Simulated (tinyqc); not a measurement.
MOSFET in saturation, small-signal circuit and noise: one step of the calculation.

Bias by the inversion coefficient IC = I/Ispec (charge-based model with velocity saturation; weak inversion below 0.1, strong above 10). Common-source circuit: gm, gds, Cgs, Cgd and Cj at the inner nodes, Rg in series with the gate; quasi-static, no source or drain resistance, no gate-body capacitance, no substrate network, no induced gate noise, so fmax is an upper estimate.

Question. Noise at the gate. Channel noise Sid = 4 kB T gam n gm with gam = (1/2 + (2/3) qs)/(1 + qs) + gw lc IC, qs = [sqrt(1 + 4 IC) - 1]/2, lc = Ls/L (the last term an empirical rise with velocity saturation); at the gate, white noise Sw = Sid/gm^2 + 4 kB T Rg. Number fluctuation with correlated mobility: S(f) = K/f, K = q^2 Vt lt Nt/(W L Cox^2) (1 + ac mu Cox I/gm)^2, Vt in eV with Nt per eV. Corner fc = K/Sw. Full shot noise would be 2 q I.

Inputs (values chosen for the exercise): temperature T = 293 K; gate length L = 28 nm; total gate width W = 10 um; gate capacitance Cox = 0.92 uF/cm^2; mobility mu = 160 cm^2/(V s); slope factor n = 1.21; velocity-saturation length Ls = 15 nm; inversion coefficient IC = 8.6; short-channel excess of the noise factor gw = 0.13; oxide trap density Nt = 3.9e17 cm^-3 eV^-1; tunnelling length into the oxide lt = 0.1 nm; Coulomb scattering coefficient ac = 10000 V s/C.

Constants: q = 1.602176634e-19 C, kB = 1.380649e-23 J/K, Vt = kB T/q. Results are converted to the units shown.

I = 697.50065 uA
gm = 3.7743606 mS
Rg = 22.857143 ohm

Wanted: gam; Sid; Sid/(2 q I); sqrt(Sw); K; fc.

Answer.

gam = 1.218
Sid = 8.998e-23 A^2/Hz
Sid/(2 q I) = 0.4026
sqrt(Sw) = 2.586 nV/Hz^0.5
K = 1.726e-9 V^2
fc = 258.1 MHz

The gate resistance gives 5.5 % of the white noise power.

tinyqc, about 0.01 s, one thread, Intel Xeon 2.30GHz (shared host): `OMP_NUM_THREADS=1 python tinyqc.py 2150070 2150071 out.jsonl`
